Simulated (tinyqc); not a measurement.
Inside a calculation. Method: MP2 on RHF in the sto-3g basis, for BeH2, spin multiplicity 1. Computed by tinyqc, a small Python program that keeps every step (integrals from PySCF). Settings: charge = 0, multiplicity = 1, basis = sto-3g, method = RHF, energy threshold = 1e-10, iteration cap = 50, orthogonalisation = canonical, start = atomic densities, DIIS depth = 6. Command: `OMP_NUM_THREADS=1 python tinyqc.py 30695 30696 out.jsonl` (the two numbers bound the seeds that draw the settings). One thread of a shared host (Intel(R) Xeon(R) Processor @ 2.60GHz), about 0.1 s of CPU time with the checks. The early iterations of the SCF are left out here.

## One-electron integrals

Geometry (angstrom):
```
atom,x,y,z
Be,0.00000,0.00000,0.00000
H,0.00000,1.54900,0.03300
H,0.00000,-1.64100,0.03500
```

Basis sto-3g: exponents (1/bohr^2) and contraction coefficients of normalised primitives:
```
element,l (shell),exponent,coefficient
Be,s (1),30.16787,0.15433
Be,s (1),5.49512,0.53533
Be,s (1),1.48719,0.44463
Be,s (2),1.31483,-0.09997
Be,s (2),0.30554,0.39951
Be,s (2),0.09937,0.70012
Be,p (3),1.31483,0.15592
Be,p (3),0.30554,0.60768
Be,p (3),0.09937,0.39196
H,s (1),3.42525,0.15433
H,s (1),0.62391,0.53533
H,s (1),0.16886,0.44463
```

Overlap, kinetic and nuclear-attraction integrals over the contracted functions; the nuclear repulsion is the sum of Za Zb / Rab.

nuclear repulsion = 2.8216728 hartree

overlap S, lower triangle:
```
,1Be 1s,1Be 2s,1Be 2px,1Be 2py,1Be 2pz,2H 1s,3H 1s
1Be 1s,1.00000
1Be 2s,0.25952,1.00000
1Be 2px,0.00000,0.00000,1.00000
1Be 2py,0.00000,0.00000,0.00000,1.00000
1Be 2pz,0.00000,0.00000,0.00000,0.00000,1.00000
2H 1s,0.04387,0.37836,0.00000,0.46071,0.00981,1.00000
3H 1s,0.03586,0.34493,0.00000,-0.42984,0.00917,0.01213,1.00000
```

kinetic energy T (hartree), lower triangle:
```
,1Be 1s,1Be 2s,1Be 2px,1Be 2py,1Be 2pz,2H 1s,3H 1s
1Be 1s,6.69397
1Be 2s,-0.03301,0.21111
1Be 2px,0.00000,0.00000,0.66059
1Be 2py,0.00000,0.00000,0.00000,0.66059
1Be 2pz,0.00000,0.00000,0.00000,0.00000,0.66059
2H 1s,-0.01216,0.04083,0.00000,0.12995,0.00277,0.76003
3H 1s,-0.01017,0.03105,0.00000,-0.10654,0.00227,-0.00510,0.76003
```

nuclear attraction V (hartree), lower triangle:
```
,1Be 1s,1Be 2s,1Be 2px,1Be 2py,1Be 2pz,2H 1s,3H 1s
1Be 1s,-15.22504
1Be 2s,-2.07155,-2.95623
1Be 2px,0.00000,0.00000,-2.87855
1Be 2py,-0.00147,-0.00968,0.00000,-3.05581
1Be 2pz,-0.00054,-0.00509,0.00000,-0.00020,-2.87863
2H 1s,-0.34864,-1.03342,0.00000,-1.22692,-0.02655,-2.75423
3H 1s,-0.28468,-0.91586,0.00000,1.10985,-0.02405,-0.03941,-2.67930
```

core Hamiltonian H = T + V (hartree), lower triangle:
```
,1Be 1s,1Be 2s,1Be 2px,1Be 2py,1Be 2pz,2H 1s,3H 1s
1Be 1s,-8.53106
1Be 2s,-2.10456,-2.74512
1Be 2px,0.00000,0.00000,-2.21796
1Be 2py,-0.00147,-0.00968,0.00000,-2.39522
1Be 2pz,-0.00054,-0.00509,0.00000,-0.00020,-2.21804
2H 1s,-0.36080,-0.99259,0.00000,-1.09697,-0.02379,-1.99419
3H 1s,-0.29486,-0.88481,0.00000,1.00332,-0.02178,-0.04451,-1.91927
```

## Two-electron integrals

Functions are numbered as in S; the eight-fold symmetry (ij|kl) = (ji|kl) = (kl|ij) leaves the list below.

Two-electron integrals (ij|kl) in chemists' order, unique and non-zero (hartree):
```
i,j,k,l,(ij|kl)
1,1,1,1,2.29883
2,1,1,1,0.39204
2,1,2,1,0.07954
2,2,1,1,0.57099
2,2,2,1,0.14304
2,2,2,2,0.41768
3,1,3,1,0.01461
3,2,3,1,0.02189
3,2,3,2,0.09226
3,3,1,1,0.56958
3,3,2,1,0.14308
3,3,2,2,0.41759
3,3,3,3,0.44986
4,1,4,1,0.01461
4,2,4,1,0.02189
4,2,4,2,0.09226
4,3,4,3,0.02425
4,4,1,1,0.56958
4,4,2,1,0.14308
4,4,2,2,0.41759
4,4,3,3,0.40136
4,4,4,4,0.44986
5,1,5,1,0.01461
5,2,5,1,0.02189
5,2,5,2,0.09226
5,3,5,3,0.02425
5,4,5,4,0.02425
5,5,1,1,0.56958
5,5,2,1,0.14308
5,5,2,2,0.41759
5,5,3,3,0.40136
5,5,4,4,0.40136
5,5,5,5,0.44986
6,1,1,1,0.06543
6,1,2,1,0.01327
6,1,2,2,0.02407
6,1,3,3,0.02390
6,1,4,1,0.00117
6,1,4,2,0.00221
6,1,4,4,0.02441
6,1,5,1,2.49e-05
6,1,5,2,4.71e-05
6,1,5,4,1.08e-05
6,1,5,5,0.02390
6,1,6,1,0.00232
6,2,1,1,0.17144
6,2,2,1,0.04364
6,2,2,2,0.14053
6,2,3,3,0.13505
6,2,4,1,0.00569
6,2,4,2,0.03605
6,2,4,4,0.15135
6,2,5,1,0.00012
6,2,5,2,0.00077
6,2,5,4,0.00035
6,2,5,5,0.13506
6,2,6,1,0.00805
6,2,6,2,0.07279
6,3,3,1,0.00384
6,3,3,2,0.01837
6,3,4,3,0.00610
6,3,5,3,0.00013
6,3,6,3,0.00634
6,4,1,1,0.18874
6,4,2,1,0.04861
6,4,2,2,0.16396
6,4,3,3,0.15427
6,4,4,1,0.00916
6,4,4,2,0.05585
6,4,4,4,0.18317
6,4,5,1,0.00011
6,4,5,2,0.00080
6,4,5,4,0.00049
6,4,5,5,0.15427
6,4,6,1,0.00933
6,4,6,2,0.09622
6,4,6,4,0.13074
6,5,1,1,0.00402
6,5,2,1,0.00104
6,5,2,2,0.00349
6,5,3,3,0.00329
6,5,4,1,0.00011
6,5,4,2,0.00080
6,5,4,4,0.00364
6,5,5,1,0.00384
6,5,5,2,0.01838
6,5,5,4,0.00611
6,5,5,5,0.00355
6,5,6,1,0.00020
6,5,6,2,0.00205
6,5,6,4,0.00265
6,5,6,5,0.00640
6,6,1,1,0.34021
6,6,2,1,0.08811
6,6,2,2,0.31884
6,6,3,3,0.29603
6,6,4,1,0.01291
6,6,4,2,0.10747
6,6,4,4,0.36416
6,6,5,1,0.00027
6,6,5,2,0.00229
6,6,5,4,0.00145
6,6,5,5,0.29606
6,6,6,1,0.01660
6,6,6,2,0.21338
6,6,6,4,0.29839
6,6,6,5,0.00636
6,6,6,6,0.77461
7,1,1,1,0.05347
7,1,2,1,0.01084
7,1,2,2,0.01967
7,1,3,3,0.01954
7,1,4,1,-0.00095
7,1,4,2,-0.00181
7,1,4,4,0.01994
7,1,5,1,2.04e-05
7,1,5,2,3.86e-05
7,1,5,4,-8.59e-06
7,1,5,5,0.01954
7,1,6,1,0.00173
7,1,6,2,0.00556
7,1,6,4,0.00599
7,1,6,5,0.00014
7,1,6,6,0.01112
7,1,7,1,0.00155
7,2,1,1,0.15082
7,2,2,1,0.03845
7,2,2,2,0.12521
7,2,3,3,0.12022
7,2,4,1,-0.00498
7,2,4,2,-0.03255
7,2,4,4,0.13507
7,2,5,1,0.00011
7,2,5,2,0.00069
7,2,5,4,-0.00032
7,2,5,5,0.12023
7,2,6,1,0.00599
7,2,6,2,0.03227
7,2,6,4,0.03476
7,2,6,5,0.00090
7,2,6,6,0.06953
7,2,7,1,0.00580
7,2,7,2,0.05984
7,3,3,1,0.00324
7,3,3,2,0.01583
7,3,4,3,-0.00540
7,3,5,3,0.00012
7,3,6,3,0.00207
7,3,7,3,0.00494
7,4,1,1,-0.17011
7,4,2,1,-0.04384
7,4,2,2,-0.14935
7,4,3,3,-0.14058
7,4,4,1,0.00796
7,4,4,2,0.05021
7,4,4,4,-0.16675
7,4,5,1,-0.00010
7,4,5,2,-0.00073
7,4,5,4,0.00044
7,4,5,5,-0.14058
7,4,6,1,-0.00664
7,4,6,2,-0.03584
7,4,6,4,-0.03776
7,4,6,5,-0.00099
7,4,6,6,-0.07712
7,4,7,1,-0.00685
7,4,7,2,-0.08052
7,4,7,4,0.11096
7,5,1,1,0.00363
7,5,2,1,0.00093
7,5,2,2,0.00319
7,5,3,3,0.00300
7,5,4,1,-0.00010
7,5,4,2,-0.00073
7,5,4,4,0.00333
7,5,5,1,0.00324
7,5,5,2,0.01585
7,5,5,4,-0.00540
7,5,5,5,0.00323
7,5,6,1,0.00015
7,5,6,2,0.00092
7,5,6,4,0.00098
7,5,6,5,0.00209
7,5,6,6,0.00201
7,5,7,1,0.00015
7,5,7,2,0.00172
7,5,7,4,-0.00226
7,5,7,5,0.00499
7,6,1,1,0.00749
7,6,2,1,0.00185
7,6,2,2,0.00526
7,6,3,3,0.00520
7,6,4,1,-8.46e-06
7,6,4,2,-0.00006
7,6,4,4,0.00540
7,6,5,1,1.10e-05
7,6,5,2,0.00005
7,6,5,4,-7.76e-07
7,6,5,5,0.00520
7,6,6,1,0.00031
7,6,6,2,0.00179
7,6,6,4,0.00210
7,6,6,5,0.00006
7,6,6,6,0.00412
7,6,7,1,0.00026
7,6,7,2,0.00164
7,6,7,4,-0.00199
7,6,7,5,0.00005
7,6,7,6,0.00007
7,7,1,1,0.32155
7,7,2,1,0.08333
7,7,2,2,0.30535
7,7,3,3,0.28393
7,7,4,1,-0.01163
7,7,4,2,-0.10126
7,7,4,4,0.34783
7,7,5,1,0.00025
7,7,5,2,0.00216
7,7,5,4,-0.00136
7,7,5,5,0.28396
7,7,6,1,0.01293
7,7,6,2,0.07531
7,7,6,4,0.08117
7,7,6,5,0.00214
7,7,6,6,0.16588
7,7,7,1,0.01277
7,7,7,2,0.19175
7,7,7,4,-0.27201
7,7,7,5,0.00580
7,7,7,6,0.00412
7,7,7,7,0.77461
```

## Orthogonalisation

S = U s U^T; canonical form X = U s^(-1/2), so that X^T S X = 1. Each column of U has its largest component positive (the first on a tie).

eigenvalues of S: 0.35941  0.45712  0.95639  1.00000  1.00084  1.58810  1.63814

X:
```
,1,2,3,4,5,6,7
1Be 1s,-0.07567,-0.40630,0.90345,0.00000,-0.12257,0.24087,0.14551
1Be 2s,0.26386,1.04299,-0.05342,0.00000,-0.01388,0.46079,0.28981
1Be 2px,0.00000,0.00000,0.00000,1.00000,0.00000,0.00000,0.00000
1Be 2py,1.14532,-0.22730,-0.00703,0.00000,0.00086,-0.30410,0.46750
1Be 2pz,0.00583,0.02234,0.13975,0.00000,0.98998,0.00939,0.00593
2H 1s,-0.98674,-0.48359,-0.30998,0.00000,0.04251,0.08686,0.51677
3H 1s,0.64928,-0.80539,-0.33295,0.00000,0.04556,0.50915,-0.14017
```

## Iteration 8 (converged): orbitals

converged F (hartree), lower triangle:
```
,1Be 1s,1Be 2s,1Be 2px,1Be 2py,1Be 2pz,2H 1s,3H 1s
1Be 1s,-4.53195
1Be 2s,-1.29007,-0.59078
1Be 2px,0.00000,0.00000,0.21358
1Be 2py,0.00002,-0.01153,0.00000,-0.13672
1Be 2pz,0.00049,-0.00344,0.00000,-0.00035,0.21348
2H 1s,-0.22540,-0.34423,0.00000,-0.30507,-0.00506,-0.23897
3H 1s,-0.18456,-0.31603,0.00000,0.29071,-0.00475,-0.01206,-0.21263
```

Diagonalise F' = X^T F X, C = X C', fill 3 alpha and 3 beta electrons from the bottom; D = 2 C_occ C_occ^T. Each column has its largest component positive (the first on a tie).

F' = X^T F X (hartree), lower triangle:
```
,1,2,3,4,5,6,7
1,0.66861
2,-0.06823,0.20621
3,0.10432,0.73498,-3.40539
4,0.00000,0.00000,0.00000,0.21358
5,-0.01372,-0.09940,0.51534,0.00000,0.14005
6,0.00693,0.27535,-1.41139,0.00000,0.20530,-1.04664
7,0.06775,0.15662,-0.87777,0.00000,0.12768,-0.43299,-0.64296
```

orbital energies (hartree): MO1 -4.53530, MO2 -0.41489, MO3 -0.36808, MO4 0.21327, MO5 0.21358, MO6 0.34350, MO7 0.68138

coefficients C:
```
,MO1,MO2,MO3,MO4,MO5,MO6,MO7
1Be 1s,0.99189,-0.20832,-0.03906,0.01372,0.00000,-0.22806,-0.01667
1Be 2s,0.03097,0.60023,0.12431,-0.05746,0.00000,1.03202,0.10847
1Be 2px,0.00000,0.00000,0.00000,0.00000,1.00000,0.00000,0.00000
1Be 2py,0.00020,0.09363,-0.48637,0.00133,0.00000,-0.06231,1.19386
1Be 2pz,-0.00002,0.00469,0.00080,0.99819,0.00000,0.06180,0.00323
2H 1s,-0.00383,0.46630,-0.34659,0.02889,0.00000,-0.67631,-0.88556
3H 1s,-0.00380,0.30263,0.50574,0.03087,0.00000,-0.75586,0.73646
```

D after iteration 8, lower triangle:
```
,1Be 1s,1Be 2s,1Be 2px,1Be 2py,1Be 2pz,2H 1s,3H 1s
1Be 1s,2.05753
1Be 2s,-0.19835,0.75338
1Be 2px,0.00000,0.00000,0.00000
1Be 2py,-0.00062,-0.00851,0.00000,0.49065
1Be 2pz,-0.00205,0.00582,0.00000,0.00010,0.00005
2H 1s,-0.17481,0.47337,0.00000,0.42446,0.00381,0.67514
3H 1s,-0.17314,0.48879,0.00000,-0.43530,0.00365,-0.06831,0.69475
```

## Convergence

Stop when the energy changes by less than 1e-10 hartree and every element of the error matrix X^T (F D S - S D F) X is below 3e-06.

Course of the cycle:
```
iteration,E (hartree),change,largest element of the error matrix
1,-15.2733532,-,2.45e-01
2,-15.4846495,-2.11e-01,1.13e-01
3,-15.5039569,-1.93e-02,1.74e-02
4,-15.5048764,-9.20e-04,7.34e-04
5,-15.5048777,-1.30e-06,4.84e-05
6,-15.5048777,-6.06e-09,6.96e-06
7,-15.5048777,-1.04e-10,5.47e-07
8,-15.5048777,-5.51e-13,9.03e-08
```

PySCF RHF in the same basis = -15.5048777 hartree

Converged in 8 iterations.

## Integrals over molecular orbitals

(pq|rs) = sum C_ip C_jq C_kr C_ls (ij|kl), one index at a time.

one-electron integrals over orbitals h = C^T H C (hartree), lower triangle:
```
,1,2,3,4,5,6,7
1,-8.51980
2,0.20381,-2.28585
3,0.03886,0.01027,-2.20263
4,-0.01362,0.00804,0.00288,-2.21721
5,0.00000,0.00000,0.00000,0.00000,-2.21796
6,0.20320,-0.23765,-0.08220,-0.01551,0.00000,-1.88901
7,0.01257,-0.06970,0.30628,-0.00050,0.00000,0.00422,-1.86048
```

Two-electron integrals over orbitals (pq|rs), unique and non-zero (hartree):
```
p,q,r,s,(pq|rs)
1,1,1,1,2.27200
2,1,1,1,-0.18325
2,1,2,1,0.02302
2,2,1,1,0.45578
2,2,2,1,-0.00462
2,2,2,2,0.39723
3,1,1,1,-0.03419
3,1,2,1,0.00329
3,1,2,2,-0.00526
3,1,3,1,0.00558
3,2,1,1,0.00226
3,2,2,1,-0.00259
3,2,2,2,-0.06036
3,2,3,1,0.00962
3,2,3,2,0.13529
3,3,1,1,0.41477
3,3,2,1,-0.00316
3,3,2,2,0.36024
3,3,3,1,0.00325
3,3,3,2,0.04887
3,3,3,3,0.42540
4,1,1,1,0.01173
4,1,2,1,-0.00138
4,1,2,2,0.00074
4,1,3,1,-0.00028
4,1,3,2,1.78e-05
4,1,3,3,0.00040
4,1,4,1,0.01579
4,2,1,1,-0.00634
4,2,2,1,0.00040
4,2,2,2,0.00227
4,2,3,1,0.00006
4,2,3,2,-0.00081
4,2,3,3,0.00240
4,2,4,1,0.01459
4,2,4,2,0.04619
4,3,1,1,-0.00174
4,3,2,1,0.00009
4,3,2,2,-0.00129
4,3,3,1,-2.97e-05
4,3,3,2,0.00382
4,3,3,3,0.00208
4,3,4,1,0.00279
4,3,4,2,0.00624
4,3,4,3,0.01355
4,4,1,1,0.56888
4,4,2,1,-0.00709
4,4,2,2,0.35233
4,4,3,1,-0.00128
4,4,3,2,0.00056
4,4,3,3,0.33179
4,4,4,1,-0.00153
4,4,4,2,-0.00821
4,4,4,3,-0.00195
4,4,4,4,0.45002
5,1,5,1,0.01574
5,2,5,1,0.01465
5,2,5,2,0.04614
5,3,5,1,0.00280
5,3,5,2,0.00625
5,3,5,3,0.01337
5,4,5,1,-0.00096
5,4,5,2,-0.00255
5,4,5,3,-0.00052
5,4,5,4,0.02435
5,5,1,1,0.56919
5,5,2,1,-0.00708
5,5,2,2,0.35244
5,5,3,1,-0.00128
5,5,3,2,0.00055
5,5,3,3,0.33177
5,5,4,1,0.00039
5,5,4,2,-0.00314
5,5,4,3,-0.00090
5,5,4,4,0.40124
5,5,5,5,0.44986
6,1,1,1,-0.19183
6,1,2,1,0.02425
6,1,2,2,-0.00628
6,1,3,1,0.00514
6,1,3,2,0.00065
6,1,3,3,-0.00252
6,1,4,1,-0.00065
6,1,4,2,0.00113
6,1,4,3,0.00022
6,1,4,4,-0.00584
6,1,5,5,-0.00573
6,1,6,1,0.02621
6,2,1,1,0.13297
6,2,2,1,-0.00581
6,2,2,2,-0.02022
6,2,3,1,-0.00048
6,2,3,2,0.01867
6,2,3,3,-0.03317
6,2,4,1,0.00112
6,2,4,2,-0.00144
6,2,4,3,-1.98e-05
6,2,4,4,0.06569
6,2,5,5,0.06617
6,2,6,1,-0.00496
6,2,6,2,0.07994
6,3,1,1,0.04038
6,3,2,1,-0.00128
6,3,2,2,0.03349
6,3,3,1,-0.00042
6,3,3,2,-0.08252
6,3,3,3,-0.04174
6,3,4,1,0.00022
6,3,4,2,-0.00006
6,3,4,3,-0.00375
6,3,4,4,0.02080
6,3,5,5,0.02092
6,3,6,1,-0.00123
6,3,6,2,0.00911
6,3,6,3,0.09189
6,4,1,1,0.00597
6,4,2,1,0.00008
6,4,2,2,0.00064
6,4,3,1,-3.72e-05
6,4,3,2,-0.00040
6,4,3,3,-0.00177
6,4,4,1,0.01594
6,4,4,2,0.04470
6,4,4,3,0.00961
6,4,4,4,-0.00058
6,4,5,5,0.00258
6,4,6,1,0.00097
6,4,6,2,0.00666
6,4,6,3,0.00214
6,4,6,4,0.04843
6,5,5,1,0.01605
6,5,5,2,0.04522
6,5,5,3,0.00975
6,5,5,4,-0.00159
6,5,6,5,0.04870
6,6,1,1,0.45730
6,6,2,1,-0.00674
6,6,2,2,0.36751
6,6,3,1,-4.64e-05
6,6,3,2,0.01332
6,6,3,3,0.39045
6,6,4,1,0.00234
6,6,4,2,0.00679
6,6,4,3,0.00194
6,6,4,4,0.34979
6,6,5,5,0.35029
6,6,6,1,-0.00622
6,6,6,2,-0.02409
6,6,6,3,-0.01693
6,6,6,4,0.00421
6,6,6,6,0.39312
7,1,1,1,-0.01354
7,1,2,1,0.00362
7,1,2,2,0.00649
7,1,3,1,-0.00886
7,1,3,2,-0.01598
7,1,3,3,-0.00639
7,1,4,1,-4.42e-05
7,1,4,2,0.00005
7,1,4,3,0.00015
7,1,4,4,-0.00030
7,1,5,5,-0.00029
7,1,6,1,0.00076
7,1,6,2,-0.00107
7,1,6,3,-0.00061
7,1,6,4,0.00014
7,1,6,6,-0.00246
7,1,7,1,0.01792
7,2,1,1,0.03623
7,2,2,1,-0.00031
7,2,2,2,-0.01699
7,2,3,1,-0.00455
7,2,3,2,0.03724
7,2,3,3,0.00761
7,2,4,1,0.00007
7,2,4,2,-0.00157
7,2,4,3,0.00303
7,2,4,4,0.01663
7,2,5,5,0.01667
7,2,6,1,-0.00155
7,2,6,2,0.02783
7,2,6,3,-0.05660
7,2,6,4,0.00085
7,2,6,6,-0.00068
7,2,7,1,0.00809
7,2,7,2,0.06188
7,3,1,1,-0.14603
7,3,2,1,0.00395
7,3,2,2,-0.00125
7,3,3,1,-0.00046
7,3,3,2,-0.00264
7,3,3,3,0.01666
7,3,4,1,-2.90e-05
7,3,4,2,0.00428
7,3,4,3,0.00144
7,3,4,4,-0.06889
7,3,5,5,-0.06901
7,3,6,1,0.00327
7,3,6,2,-0.07313
7,3,6,3,-0.02762
7,3,6,4,-0.00344
7,3,6,6,0.01946
7,3,7,1,0.00219
7,3,7,2,-0.01371
7,3,7,3,0.08329
7,4,1,1,0.00021
7,4,2,1,-0.00012
7,4,2,2,-0.00284
7,4,3,1,0.00062
7,4,3,2,0.00693
7,4,3,3,0.00280
7,4,4,1,0.00125
7,4,4,2,0.00605
7,4,4,3,-0.01201
7,4,4,4,-0.00027
7,4,5,5,1.46e-05
7,4,6,1,0.00015
7,4,6,2,0.00119
7,4,6,3,-0.00472
7,4,6,4,0.00244
7,4,6,6,0.00121
7,4,7,1,-0.00109
7,4,7,2,0.00161
7,4,7,3,-0.00019
7,4,7,4,0.01753
7,5,5,1,0.00126
7,5,5,2,0.00611
7,5,5,3,-0.01221
7,5,5,4,-0.00014
7,5,6,5,0.00250
7,5,7,5,0.01717
7,6,1,1,-0.00209
7,6,2,1,0.00194
7,6,2,2,0.05292
7,6,3,1,-0.00935
7,6,3,2,-0.12727
7,6,3,3,-0.05245
7,6,4,1,0.00015
7,6,4,2,0.00119
7,6,4,3,-0.00449
7,6,4,4,0.00065
7,6,5,5,0.00071
7,6,6,1,-0.00112
7,6,6,2,-0.01509
7,6,6,3,0.08849
7,6,6,4,0.00101
7,6,6,6,-0.01720
7,6,7,1,0.01582
7,6,7,2,-0.04671
7,6,7,3,-0.00015
7,6,7,4,-0.00639
7,6,7,6,0.13331
7,7,1,1,0.54229
7,7,2,1,-0.00700
7,7,2,2,0.40588
7,7,3,1,-0.00252
7,7,3,2,-0.02237
7,7,3,3,0.40430
7,7,4,1,0.00038
7,7,4,2,0.00069
7,7,4,3,-0.00062
7,7,4,4,0.37616
7,7,5,5,0.37608
7,7,6,1,-0.00751
7,7,6,2,-0.01939
7,7,6,3,0.01202
7,7,6,4,-0.00133
7,7,6,6,0.40460
7,7,7,1,0.00136
7,7,7,2,-0.00960
7,7,7,3,-0.00525
7,7,7,4,-0.00097
7,7,7,6,0.01721
7,7,7,7,0.45278
```

## Second-order Moller-Plesset energy

Hartree-Fock energy = -15.5048777 hartree

E2 = sum_ijab (ia|jb) [2 (ia|jb) - (ib|ja)] / (e_i + e_j - e_a - e_b) over occupied i, j and virtual a, b; the opposite-spin part is (ia|jb)^2 / denominator, the rest is same-spin, and SCS-MP2 scales them by 6/5 and 1/3.

Terms (the 40 largest of 90):
```
i,j,a,b,(ia|jb),(ib|ja),denominator,term
3,3,6,6,0.09189,0.09189,-1.42316,-0.00593
2,2,6,6,0.07994,0.07994,-1.51677,-0.00421
3,2,7,6,-0.07313,-0.05660,-1.80785,-0.00363
2,3,6,7,-0.07313,-0.05660,-1.80785,-0.00363
3,3,7,7,0.08329,0.08329,-2.09892,-0.00331
2,2,7,7,0.06188,0.06188,-2.19253,-0.00175
2,2,4,4,0.04619,0.04619,-1.25632,-0.00170
2,2,5,5,0.04614,0.04614,-1.25693,-0.00169
2,3,7,6,-0.05660,-0.07313,-1.80785,-0.00125
3,2,6,7,-0.05660,-0.07313,-1.80785,-0.00125
3,3,7,6,-0.02762,-0.02762,-1.76104,-0.00043
3,3,6,7,-0.02762,-0.02762,-1.76104,-0.00043
2,2,6,7,0.02783,0.02783,-1.85465,-0.00042
2,2,7,6,0.02783,0.02783,-1.85465,-0.00042
3,3,4,4,0.01355,0.01355,-1.16271,-0.00016
3,3,5,5,0.01337,0.01337,-1.16332,-0.00015
3,2,7,7,-0.01371,-0.01371,-2.14573,-0.00009
2,3,7,7,-0.01371,-0.01371,-2.14573,-0.00009
1,1,6,6,0.02621,0.02621,-9.75759,-0.00007
3,2,6,6,0.00911,0.00911,-1.46997,-0.00006
2,3,6,6,0.00911,0.00911,-1.46997,-0.00006
2,1,5,5,0.01465,0.01465,-5.37734,-3.99e-05
1,2,5,5,0.01465,0.01465,-5.37734,-3.99e-05
2,1,4,4,0.01459,0.01459,-5.37673,-3.96e-05
1,2,4,4,0.01459,0.01459,-5.37673,-3.96e-05
3,2,5,5,0.00625,0.00625,-1.21013,-3.23e-05
2,3,5,5,0.00625,0.00625,-1.21013,-3.23e-05
2,3,4,4,0.00624,0.00624,-1.20951,-3.22e-05
3,2,4,4,0.00624,0.00624,-1.20951,-3.22e-05
1,1,7,7,0.01792,0.01792,-10.43335,-3.08e-05
1,1,4,4,0.01579,0.01579,-9.49713,-2.62e-05
1,1,5,5,0.01574,0.01574,-9.49775,-2.61e-05
2,3,4,7,0.00428,0.00303,-1.67762,-1.41e-05
3,2,7,4,0.00428,0.00303,-1.67762,-1.41e-05
3,3,4,6,-0.00375,-0.00375,-1.29294,-1.09e-05
3,3,6,4,-0.00375,-0.00375,-1.29294,-1.09e-05
2,1,7,7,0.00809,0.00809,-6.31294,-1.04e-05
1,2,7,7,0.00809,0.00809,-6.31294,-1.04e-05
1,2,6,6,-0.00496,-0.00496,-5.63718,-4.37e-06
2,1,6,6,-0.00496,-0.00496,-5.63718,-4.37e-06
```

Pair energies (hartree; pair i-j sums ij and ji):
```
pair,opposite spin,same spin
1-1,-0.00015,0
2-1,-0.00019,-7.80e-08
2-2,-0.01019,0
3-1,-1.17e-05,-5.11e-06
3-2,-0.00991,-0.00030
3-3,-0.01044,0.00000
```

MP2 correlation energy = -0.0312082 hartree

SCS-MP2 correlation energy = -0.0371817 hartree

MP2 total energy = -15.5360860 hartree
